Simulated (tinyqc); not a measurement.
Slow cooling against a quench: self-consistent Fermi level with native defects, at growth and after a quench. Computed by tinyqc, a small Python program. Command: `OMP_NUM_THREADS=1 python tinyqc.py 3022005 3022006 out.jsonl scfermi walk`. One thread of a shared host (Intel(R) Xeon(R) Processor @ 2.30GHz), about 0.07 s of CPU time with the checks.

Energies are counted from the top of the valence band (VBM); when the gap shrinks with temperature the conduction band moves and the levels stay. D and A draw on one reservoir with opposite signs, as the two vacancies of a compound do.

Inputs (values chosen for the exercise, for a model semiconductor):

| quantity | value | unit |
|---|---|---|
| gap E_g at 300 K | 1.59 | eV |
| slope -dE_g/dT above 300 K | 0.0004 | eV/K |
| electron mass m_e | 0.0523 | m_0 |
| valleys M_c | 1 | - |
| hole mass m_h | 0.541 | m_0 |
| E_f of the neutral native donor D | 1.853 | eV |
| E_f of the neutral native acceptor A | 1.842 | eV |
| shift s of the chemical potential | -0.26 | eV |
| site density N_s | 2.1e+22 | cm^-3 |
| growth temperature T_g | 1080 | K |
| temperature of use T | 300 | K |

Added shallow dopant: none.

levels of D above the VBM, most positive state first (eV): 1.15

levels of A above the VBM, (0/-1) first (eV): 0.423  0.429  0.677

Constants: m_0 = 9.1093837015e-31 kg; k_B = 1.380649e-23 J/K; h = 6.62607015e-34 J s; k_B = 8.617333262e-05 eV/K.

Method:
- E_f(D, 0) = input + s and E_f(A, 0) = input - s; E_f(q, E_F = 0) follows from the levels, eps(q/q-1) = E_f(q - 1) - E_f(q) at E_F = 0.
- E_g(T) = E_g - slope x max(0, T - 300 K).
- N_c = 2 M_c (2 pi m_e k_B T/h^2)^(3/2) and N_v = 2 (2 pi m_h k_B T/h^2)^(3/2), masses in units of m_0.
- At growth T = T_g.
- n = N_c F_1/2((E_F - E_g)/k_B T), p = N_v F_1/2(-E_F/k_B T).
- F_1/2(eta) = (2/sqrt(pi)) int_0^infinity sqrt(x)/(1 + exp(x - eta)) dx, by the trapezoid rule in t = sqrt(x) with step 0.02 up to t = 12 (for eta < -12 by exp(eta) - exp(2 eta)/2^(3/2)).
- In equilibrium c_q = N_s exp(-(E_f(q, 0) + q E_F)/k_B T).
- Net charge = p - n + sum q c_q; the log ratio is ln(positive charge/negative charge).
- E_F is the root of the log ratio, by 50 bisections between -0.5 eV and E_g + 0.5 eV.
- After a quench the totals of D and A stay as grown, and each is shared among its charge states with weights exp(-(E_f(q, 0) + q E_F)/k_B T).
- Each E_F by bisection; full equilibrium lets the defects form and vanish at every T.

E_f(q, E_F = 0) (eV): D(+1) 0.443, D(0) 1.593, A(0) 2.102, A(-1) 2.525, A(-2) 2.954, A(-3) 3.631

total D = 4.65271e+16 cm^-3

total A = 1.99875e+16 cm^-3

Two histories (densities in cm^-3):

| T (K) | E_F, equilibrium (eV) | n | p | all defects | E_F, frozen (eV) | n, frozen | p, frozen |
|---|---|---|---|---|---|---|---|
| 920 | 0.77815 | 1.3135e+15 | 2.9284e+15 | 6.4594e+15 | 0.71668 | 6.0502e+14 | 6.3584e+15 |
| 770 | 0.78760 | 1.1749e+14 | 2.8737e+14 | 3.1108e+14 | 0.66232 | 1.7785e+13 | 1.8985e+15 |
| 610 | 0.80206 | 2.8457e+12 | 6.8412e+12 | 2.8300e+12 | 0.64431 | 1.4154e+11 | 1.3754e+14 |
| 460 | 0.81999 | 1.0489e+10 | 1.9676e+10 | 3.4977e+09 | 0.64917 | 1.4098e+08 | 1.4640e+12 |
| 300 | 0.83838 | 7.0916e+04 | 8.2248e+04 | 3.7879e+03 | 0.65845 | 6.7294e+01 | 8.6675e+07 |

At 300 K equilibrium would leave 3790 defects per cm^3 against 6.65e16 frozen in, and E_F differs by -0.180 eV. Both histories end semi-insulating. Real samples lie between, set by the temperature at which diffusion stops.
